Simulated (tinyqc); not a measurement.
Elastic strain and critical thickness of a cubic alloy layer A(1-x)B(x) on a thick substrate: one step, computed by the program tinyqc. Command: `OMP_NUM_THREADS=1 python tinyqc.py 3003092 3003093 out.jsonl misfit walk`. One thread of a shared host (Intel(R) Xeon(R) Processor @ 2.30GHz), about 0.01 s of CPU time with the checks.

Strain is positive in tension. The layer is coherent with the substrate unless said otherwise.

Problem. Isotropic constants and the prefactor A. Voigt averages: G = (C11 - C12 + 3 C44)/5, B = (C11 + 2 C12)/3, nu = (3 B - 2 G)/(2 (3 B + G)); b = a/sqrt(2). The 60-degree dislocation has cos alpha = 1/2, and cos lambda = sqrt(3)/6 on (111), for glide on an inclined {111} plane. Matthews-Blakeslee: h_c = A [ln(h_c/b) + 1], A = b (1 - nu cos^2 alpha)/(4 pi |f| (1 + nu) cos lambda), the factor 4 pi being that of a buried layer, with a dislocation at both interfaces.

Growth plane: (111). Layer: buried under a thick cap. Misfit dislocation: 60-degree.

elastic constants (GPa): C11 96.0880, C12 51.8493, C44 42.9019

free lattice constant a = 5.91247 angstrom

misfit f = -0.008197927

Give: shear modulus G; Poisson ratio nu; Burgers vector b; prefactor A.

Solution.

shear modulus G = 34.58888 GPa

Poisson ratio nu = 0.2786

Burgers vector b = 0.4181 nm

prefactor A = 10.23 nm
